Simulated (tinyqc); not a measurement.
Pariser-Parr-Pople SCF with singles CI, for the molecule [CH2+]c1cccnc1 (SMILES; centres numbered as the heavy atoms are written), step by step. One step of it, computed by the program tinyqc.

Question. Iteration 2: Fock matrix. F_rr = H_rr + P_rr gamma_rr / 2 + sum_(s != r) P_ss gamma_rs; F_rs = H_rs - P_rs gamma_rs / 2; E = tr P (H + F) / 2 + core repulsion sum_(r<s) z_r z_s gamma_rs.

P after iteration 1, order 1C, 2C, 3C, 4C, 5C, 6N, 7C:
```
[[0.501232, 0.689075, 0.268187, -0.128611, -0.282047, -0.122618, 0.299104],
 [0.689075, 1.006671, 0.491839, -0.000521, -0.203085, -0.012147, 0.489320],
 [0.268187, 0.491839, 0.846066, 0.721728, 0.205186, -0.272221, -0.151163],
 [-0.128611, -0.000521, 0.721728, 0.971577, 0.615354, 0.010014, -0.286737],
 [-0.282047, -0.203085, 0.205186, 0.615354, 0.771733, 0.622081, 0.117497],
 [-0.122618, -0.012147, -0.272221, 0.010014, 0.622081, 1.114471, 0.710287],
 [0.299104, 0.489320, -0.151163, -0.286737, 0.117497, 0.710287, 0.788250]]
```

core matrix H (eV), order 1C, 2C, 3C, 4C, 5C, 6N, 7C:
```
[[-32.671924, -2.390000, 0.000000, 0.000000, 0.000000, 0.000000, 0.000000],
 [-2.390000, -38.529071, -2.390000, 0.000000, 0.000000, 0.000000, -2.390000],
 [0.000000, -2.390000, -37.044576, -2.390000, 0.000000, 0.000000, 0.000000],
 [0.000000, 0.000000, -2.390000, -36.065404, -2.390000, 0.000000, 0.000000],
 [0.000000, 0.000000, 0.000000, -2.390000, -35.867538, -2.510000, 0.000000],
 [0.000000, 0.000000, 0.000000, 0.000000, -2.510000, -39.430778, -2.510000],
 [0.000000, -2.390000, 0.000000, 0.000000, 0.000000, -2.510000, -37.119509]]
```

repulsion gamma_rs (eV), order 1C, 2C, 3C, 4C, 5C, 6N, 7C:
```
[[11.130000, 5.345539, 3.872515, 2.881267, 2.621087, 2.919001, 3.872515],
 [5.345539, 11.130000, 5.346287, 3.872515, 3.517455, 3.940988, 5.346287],
 [3.872515, 5.346287, 11.130000, 5.345539, 3.872515, 3.574524, 3.873196],
 [2.881267, 3.872515, 5.345539, 11.130000, 5.346287, 3.941692, 3.518103],
 [2.621087, 3.517455, 3.872515, 5.346287, 11.130000, 5.477679, 3.872515],
 [2.919001, 3.940988, 3.574524, 3.941692, 5.477679, 12.300000, 5.476893],
 [3.872515, 5.346287, 3.873196, 3.518103, 3.872515, 5.476893, 11.130000]]
```

Centres (angstrom, eV; a flat drawing with bonds scaled to 1.40 angstrom):
```
centre          x          y  core charge z          W   gamma_rr
1C       2.400000   0.000000              1  11.160000  11.130000
2C       1.000000   0.000000              1  11.160000  11.130000
3C       0.300000   1.212000              1  11.160000  11.130000
4C      -1.100000   1.212000              1  11.160000  11.130000
5C      -1.800000   0.000000              1  11.160000  11.130000
6N      -1.100000  -1.212000              1  14.100000  12.300000
7C       0.300000  -1.212000              1  11.160000  11.130000
```

Give: F; pi energy.

Answer.

F (eV), order 1C, 2C, 3C, 4C, 5C, 6N, 7C:
```
[[-10.097, -4.232, -0.519, 0.185, 0.370, 0.179, -0.579],
 [-4.232, -10.641, -3.705, 0.001, 0.357, 0.024, -3.698],
 [-0.519, -3.705, -9.794, -4.319, -0.397, 0.487, 0.293],
 [0.185, 0.001, -4.319, -9.501, -4.035, -0.020, 0.504],
 [0.370, 0.357, -0.397, -4.035, -9.090, -4.214, -0.228],
 [0.179, 0.024, 0.487, -0.020, -4.214, -11.748, -4.455],
 [-0.579, -3.698, 0.293, 0.504, -0.228, -4.455, -9.622]]
```

pi energy = -83.302 eV
